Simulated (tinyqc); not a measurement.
One band or two: type-II superlattice in the two-band Kane model.

Motion along the axis, period d = a + b, c = hbar^2/2m0. Conduction and light-hole bands couple: (E - Ec)(E - Ev) = Ep c k^2 in each layer, with mass m(E) = (E - Ev)/Ep, which may be negative. The conduction envelope psi and psi'/m(E) are continuous; a layer carries them by [[cos kt, (m/k) sin kt], [-(k/m) sin kt, cos kt]] (cosh and sinh for k^2 < 0), and cos(q d) = tr(M_B M_A)/2. C1 is the first miniband above EvB, with its bottom at tr/2 = +1 and its top at -1; the gap is the bottom of C1 less the top heavy-hole level HH1.

Heavy holes are uncoupled: with e = EvB - E, p = sqrt(mhB e/c), w = sqrt(mhA (EvB - EvA - e)/c), the top level HH1 at q = 0 solves (p/mhB) tan(p b/2) = (w/mhA) tanh(w a/2).

Constants: hbar^2/2m0 = 3.80998211 eV angstrom^2.

Values chosen for the exercise (near those of an InAs/GaSb superlattice; shifted at random, so the results belong to these values and not to a real crystal):
```
symbol  value   unit      meaning
a       37      angstrom  layer A
b       51      angstrom  layer B
EcA     0       eV        conduction edge of A
EvA     -0.415  eV        valence edge of A
EcB     0.927   eV        conduction edge of B
EvB     0.122   eV        valence edge of B
EpA     14.1    eV        coupling energy in A
EpB     17.7    eV        coupling energy in B
mhA     0.32    m0        heavy hole in A
mhB     0.27    m0        heavy hole in B
```

Bottom of C1. One band: (k/mA) tan(k a/2) = (kappa/mB) tanh(kappa b/2) with the edge masses (Ec - Ev)/Ep and barrier EcB - EcA. Second row: mA replaced by m(E). The last column is measured against two bands.

Results:
```
model                  C1 (eV)  gap (meV)  error (meV)
one band, edge masses   0.2849      198.8        -21.2
m(E) in A only          0.2486      162.5        -57.6
two bands               0.3061      220.1          0.0
```

mA = 0.0294 m0
mB = 0.0455 m0

With edge masses C1 errs by -21 meV, 10 % of the gap. The heavier m(E) in A changes it by -36 meV; the treatment of B changes it by +58 meV, since C1 lies 184 meV above the valence edge of B, where its mass is 0.0104 instead of 0.0455.

tinyqc: `OMP_NUM_THREADS=1 python tinyqc.py 1250209 1250210 out.jsonl`; about 2 s, one thread, shared Intel(R) Xeon(R) Processor @ 2.30GHz.
